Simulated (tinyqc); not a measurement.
Inside a calculation. Model: Schottky emission and Poole-Frenkel conduction in an insulator, and how to tell them apart.

Computed by the program tinyqc: `OMP_NUM_THREADS=1 python tinyqc.py 2370097 2370098 out.jsonl`, one thread of a shared Intel Xeon 2.30GHz, about 0.01 s for the whole run. Printed values are rounded.

Schottky emission (electrode-limited): J = As T^2 exp[-(pb - b sqrt(F))/Vt], b = sqrt(q/(4 pi eps0 ei)). Poole-Frenkel emission (bulk-limited): J = s0 F exp[-(pt - 2 b sqrt(F))/Vt]. F in V/cm.

Inputs (values chosen for the exercise); dielectric values close to those of aluminium oxide:
```
symbol,value,unit,meaning
T,325,K,temperature
ei,3.08,,high-frequency relative permittivity
es,8.73,,static relative permittivity
pt,0.91,eV,trap depth
s0,0.5,S/cm,Poole-Frenkel prefactor
pb,1.09,eV,electrode barrier
As,70,A/(cm^2 K^2),Richardson constant
F,2.1,MV/cm,field
```

Constants: q = 1.602176634e-19 C, kB = 1.380649e-23 J/K, Vt = kB T/q, eps0 = 8.8541878128e-14 F/cm where lengths are in cm. Results are converted to the units shown.

Range of the model: At the field F a Fowler-Nordheim estimate for tunnelling through pb (mass 0.4 m0) gives 0.0011 A/cm^2, more than Schottky emission.

## Both currents at one field

Lowerings b sqrt(F) and 2 b sqrt(F); the image-force maximum lies at sqrt(q/(16 pi eps0 ei F)) from the electrode.

Schottky lowering = 313.336 meV
position of the barrier top = 0.746038 nm
Poole-Frenkel lowering = 626.672 meV
J, Schottky = 6.68540e-6 A/cm^2
J, Poole-Frenkel = 42.4245 A/cm^2

Injection and bulk transport act in series, so the smaller capacity limits the current: here the electrode, by a factor of 6.35e6.

## Which mechanism made these data

```
point	F (MV/cm)	J (A/cm^2)
0	0.62	2.585e-8
1	1.09	1.875e-7
2	1.56	9.125e-7
3	2.02	3.45e-6
4	2.49	1.157e-5
```

The data come from another sample of the same dielectric, in which one mechanism alone limits the current. Fit straight lines by least squares: ln J on sqrt(F) (Schottky plot, slope b/Vt) and ln(J/F) on sqrt(F) (Poole-Frenkel plot, slope 2 b/Vt), F in V/cm, and read a permittivity from each slope. The right mechanism gives a value near ei, and in any case between ei and es.

slope of the Schottky plot = 0.00772070 (cm/V)^0.5
permittivity read as Schottky = 3.07983
slope of the Poole-Frenkel plot = 0.00596751 (cm/V)^0.5
permittivity read as Poole-Frenkel = 20.6212

Both plots are nearly straight, so straightness decides nothing. Read as Schottky the data give 3.08, which matches ei = 3.08; read as Poole-Frenkel they give 20.6, above even the static value 8.73. The data were made by Schottky emission.
